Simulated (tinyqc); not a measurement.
# Hydrogenic impurity: series, fields, screening, photoionisation and donor-acceptor pairs, step by step

A worked calculation. Computed by tinyqc, a small Python program that keeps every step. Command: `OMP_NUM_THREADS=1 python tinyqc.py 3008992 3008993 out.jsonl hydrogenic walk`. One thread of a shared host (Intel(R) Xeon(R) Processor @ 2.30GHz), about 0.01 s of CPU time with the checks. Intermediate numbers are printed to about 5 digits and carried at full precision; extremes and crossings named in words are read from the listed rows.

One isotropic, parabolic band. Effective units: Ry* and a*, in which H = -nabla^2 - 2/r.

Inputs (values chosen for the exercise, for a model semiconductor):
```
quantity                   value      unit
electron mass m             0.35       m_0
dielectric constant eps     10.7         -
donor density N          1.1e+16     cm^-3
electric field F            3200      V/cm
gap E_g                      3.5        eV
acceptor depth E_A           179       meV
pair distance r             25.1  angstrom
rate prefactor W_0       1.7e+06       1/s
```

Parts treated: electric field and pairs.

Constants: Ry = 13.605693123 eV; a_0 = 0.529177210903 angstrom; h x 1 THz = 4.135667696 meV; hbar = 6.582119569e-16 eV s; e^2/(4 pi eps_0) = 14.39964548 eV angstrom.

## Effective units and the series

Ry* = Ry m/eps^2, a* = a_0 eps/m; level n is bound by Ry*/n^2; <r> = (3/2) a* in 1s; lines 1s -> np at Ry* (1 - 1/n^2); 1 THz = 4.135667696 meV.

Ry* = 41.593 meV

a* = 16.178 angstrom

<r> of 1s = 24.267 angstrom

Series:
```
n  binding (meV)  line from 1s (meV)  line (THz)
2         10.398              31.195      7.5429
3          4.621              36.972      8.9397
4          2.600              38.994      9.4286
5          1.664              39.929      9.6549
```

## Overlap of donors

Wigner-Seitz radius r_s = (3/(4 pi N))^(1/3); Mott criterion N_c^(1/3) a* = 0.26; overlap of two 1s orbitals at distance d: S = exp(-x)(1 + x + x^2/3), x = d/a*, with d = N^(-1/3).

r_s = 278.94 angstrom

Mott density = 4.1512e+18 cm^-3

N over the Mott density = 0.0026499

overlap S = 2.4322e-10

The sample is on the insulating side, with isolated donors.

## Stark effect and field ionisation

f = e F a*/(2 Ry*) is the field in atomic-like units. 1s shifts by -(9/2) f^2 Ry* (polarisability (9/2) a*^3), the n = 2 levels split linearly by +/- 6 f Ry*; the barrier top lies 4 sqrt(f) Ry* below the band edge and passes 1s at f = 1/16; the tunnelling rate of 1s is (2 Ry*/hbar) (4/f) exp(-2/(3 f)).

f = 0.0062232

shift of 1s = -0.0072488 meV

linear shift (+/-) of the outer n = 2 levels = 1.5531 meV

barrier lowering = 13.125 meV

field at which the barrier passes 1s = 32138 V/cm

tunnelling rate of 1s = 2.4305e-30 1/s

The barrier lowering is 0.32 Ry*, so the n = 2 levels (0.25 Ry*) are already above the barrier, and their first-order splitting has lost its meaning.

## A donor-acceptor pair

No-phonon line h nu(r) = E_g - Ry* - E_A + e^2/(4 pi eps_0 eps r); rate W(r) = W_0 exp(-2 r/a*), the donor being the shallower centre; lifetime 1/W; zero field.

Coulomb term = 53.616 meV

photon energy = 3.3330 eV

rate W = 76351 1/s

lifetime = 1.3097e-05 s

Caution: below about two Bohr radii overlap and polarisation terms, left out here, lower the energy.

## The pair band in time

At delay t after a pulse the emission comes mostly from pairs with W(r) t = 1, so r = (a*/2) ln(W_0 t).

Dominant pairs:
```
delay (s)  r (angstrom)  Coulomb term (meV)  photon energy (eV)
0.001             60.17              22.367              3.3018
0.01              78.79              17.080              3.2965
0.1               97.42              13.814              3.2932
1                116.04              11.597              3.2910
10               134.67               9.993              3.2894
100              153.29               8.779              3.2882
1000             171.92               7.828              3.2872
```

Over six decades of delay the band moves down by 14.54 meV, since close pairs, which emit at higher energy, decay first; the shift per decade shrinks from 5.29 to 0.95 meV.
